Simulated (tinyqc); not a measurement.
Raman shift of the zone-centre optical phonon of a diamond-structure crystal under stress. Changing the C12. Computed by tinyqc, a small Python program. Command: `OMP_NUM_THREADS=1 python tinyqc.py 3015851 3015852 out.jsonl ramanstress sweep`. One thread of a shared host (Intel(R) Xeon(R) Processor @ 2.30GHz), about 0.01 s of CPU time with the checks.

Axes x, y, z are the cube axes. Strain shifts the threefold optical mode and can split it; p, q and r are the phonon deformation potentials.

Inputs (values chosen for the exercise, modelled on silicon):

| quantity | value | unit |
|---|---|---|
| unstrained frequency omega_0 | 520.3 | 1/cm |
| p/omega_0^2 | -1.9 | - |
| q/omega_0^2 | -2.37 | - |
| r/omega_0^2 | -0.7 | - |
| C11 | 164.6 | GPa |
| C44 | 79.66 | GPa |
| stress sigma (tension positive) | -0.34 | GPa |
| polarisation angle phi | 45 | degree |

Stress state: hydrostatic. Axis: none.

Method:
- S11 = (C11 + C12)/D, S12 = -C12/D, D = (C11 - C12)(C11 + 2 C12), S44 = 1/C44.
- Hydrostatic stress: sigma_ij = sigma delta_ij.
- eps_xx = S11 sigma_xx + S12 (sigma_yy + sigma_zz), and cyclic; eps_xy = S44 sigma_xy/2 (tensor strain).
- Secular matrix: M_xx = p eps_xx + q (eps_yy + eps_zz), M_xy = 2 r eps_xy; its eigenvalues are omega^2 - omega_0^2, and the shifts are these over 2 omega_0.
- gamma = -(p + 2q)/(6 omega_0^2); the mean of the three shifts is -gamma omega_0 x (volume strain).
- Backscattering from a (001) surface: incident polarisation (cos phi, sin phi, 0). With Raman tensors (R_z)_xy = (R_z)_yx = 1 and cyclic, only the z component u_z of a mode counts: I = u_z^2 sin^2(2 phi) for parallel and u_z^2 cos^2(2 phi) for crossed polarisers. An unresolved line sits at the intensity-weighted shift, which is M_zz/(2 omega_0).

One run for each value:

| C12 (GPa) | shift per stress (1/(cm GPa)) | mean shift (1/cm) | S12 (1/TPa) | volume strain (per mille) |
|---|---|---|---|---|
| 8.23 | -9.5405 | 3.2438 | -0.2907 | -5.6335 |
| 21.20 | -8.3449 | 2.8373 | -0.7142 | -4.9275 |
| 34.10 | -7.4201 | 2.5228 | -1.1224 | -4.3814 |
| 47.00 | -6.6798 | 2.2711 | -1.5455 | -3.9443 |
| 60.00 | -6.0696 | 2.0636 | -2.0155 | -3.5840 |
| 72.90 | -5.5651 | 1.8921 | -2.5612 | -3.2861 |
| 85.80 | -5.1380 | 1.7469 | -3.2386 | -3.0339 |
| 98.80 | -4.7692 | 1.6215 | -4.1456 | -2.8161 |

Describe and explain the trends.

Over the rows, shift per stress (1/(cm GPa)) rises from -9.54 to -4.77 (exponent d ln y / d ln x -0.14 between the first rows and -0.53 between the last); mean shift (1/cm) falls from 3.24 to 1.62 (exponent d ln y / d ln x -0.14 between the first rows and -0.53 between the last); S12 (1/TPa) falls from -0.291 to -4.15 (exponent d ln y / d ln x 0.95 between the first rows and 1.7 between the last). C12 sets the Poisson contraction: at fixed C11 it raises the bulk modulus, which cuts the volume strain and the mean shift.

Caution (all rows): this stress has components normal to the (001) face, so it cannot reach a free (001) surface; it can act on buried material.

Extremes, crossings and ranges named in words are read from the listed rows.
